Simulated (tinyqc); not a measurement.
Delta-doped layer in the Thomas-Fermi potential: sweeps and comparisons. A value that a table varies takes the place of the one given here.

All donors ionised in the plane z = 0, zero temperature, energies from the Fermi level EF of the Thomas-Fermi model, which lies at the bulk band edge; c = hbar^2/2m0, q = e^2/(4 pi eps0). gv = 4 equivalent valleys, m_d = sqrt(m3^3/mz) in the plane. With n = (gv/3 pi^2)(m3 (-V)/c)^(3/2) and V'' = -(4 pi q/eps) n for z > 0, the solution is V = -b/(|z| + z0)^4 with sqrt(b) = 20/K, K = (4 pi q/eps)(gv/3 pi^2)(m3/c)^(3/2), and z0^5 = 4b/(e F0), e F0 = 2 pi q N/eps; 1e13/cm^2 = 1e-3/angstrom^2. Exchange and correlation are left out.

Subbands solve -(c/m_z) psi'' + V psi = E psi on 1280 points of spacing z0/80; up to ten levels for each group, kept if bound with an rms width below 2.5 z0.

Constants: hbar^2/2m0 = 3.80998211 eV angstrom^2; e^2/(4 pi eps0) = 14.39964547 eV angstrom.

Parameters, chosen for this exercise (near those of a delta-doped layer in Ge; not measured data): m3 = 0.227 m0 (density-of-states mass of a valley); mz = 0.121 m0 (mass along z); eps = 16 (dielectric constant); Nl = (0.054, 0.11, 0.22, 0.38, 0.65, 1.1, 1.7) x 1e13/cm^2 (sheet densities); N = 0.54 x 1e13/cm^2 (donor sheet density).

## Doping density

The well, the lowest level and the filling anew; at zero temperature n_i = g m_d (mu - E_i)/(2 pi c), with mu fixed by sum n_i = N.

Results:

| N (1e13/cm^2) | z0 (angstrom) | depth (eV) | lowest (eV) | next - lowest (eV) | occupied | share of lowest (%) |
|---|---|---|---|---|---|---|
| 0.054 | 101.2 | 0.0077 | -0.0011 | - | 1 | 100.0 |
| 0.11 | 87.8 | 0.0136 | -0.0024 | - | 1 | 100.0 |
| 0.22 | 76.4 | 0.0238 | -0.0048 | - | 1 | 100.0 |
| 0.38 | 68.5 | 0.0368 | -0.0082 | - | 1 | 100.0 |
| 0.65 | 61.5 | 0.0565 | -0.0140 | - | 1 | 100.0 |
| 1.1 | 55.4 | 0.0861 | -0.0234 | - | 1 | 100.0 |
| 1.7 | 50.8 | 0.1220 | -0.0357 | - | 1 | 100.0 |

The depth grows as N^(4/5) and z0 shrinks as N^(-1/5): factors 15.8 and 1.99 for 31 times the doping. The lowest level deepens faster, with exponent 1.00, since the zero-point energy takes a smaller share of a deeper well (85 % falling to 71 %). The number of occupied subbands stays at 1. Up to N = 0.22 the donor spacing exceeds 1.5 Bohr radii (one radius, a0 eps/m with the density-of-states mass, is 37 angstrom), where a uniform sheet is a crude picture of discrete donors (beyond about three radii electrons stay on single donors).

## What each parameter does

z0, depth, lowest level and its rms width. Each row changes one parameter from the base and keeps the others.

Results:

| case | z0 (angstrom) | depth (eV) | lowest (eV) | rms z (angstrom) |
|---|---|---|---|---|
| base | 63.85 | 0.0487 | -0.0117 | 42.43 |
| N = 0.324 x 1e13/cm^2 | 70.72 | 0.0324 | -0.0070 | 53.63 |
| eps = 14.4 | 59.94 | 0.0508 | -0.0117 | 42.04 |
| m3 = 0.261 m0 | 58.72 | 0.0448 | -0.0095 | 45.93 |
| mz = 0.103 m0 | 63.85 | 0.0487 | -0.0108 | 47.07 |

The largest shifts from the base row, up to three for each result and ties (the steps differ in size, so this ranks the rows, not the parameters). z0 (angstrom): N +6.87, m3 -5.13, eps -3.91; unchanged at the printed digits by mz. depth (eV): N -0.0164, m3 -0.0039, eps +0.0021; unchanged at the printed digits by mz. lowest (eV): N +0.0046, m3 +0.0022, mz +0.0009; unchanged at the printed digits by eps. rms z (angstrom): N +11.20, mz +4.64, m3 +3.50.

(tinyqc, `OMP_NUM_THREADS=1 python tinyqc.py 1280715 1280716 out.jsonl`, Intel(R) Xeon(R) Processor @ 2.30GHz, 1 thread, shared host, about 0.05 s.)
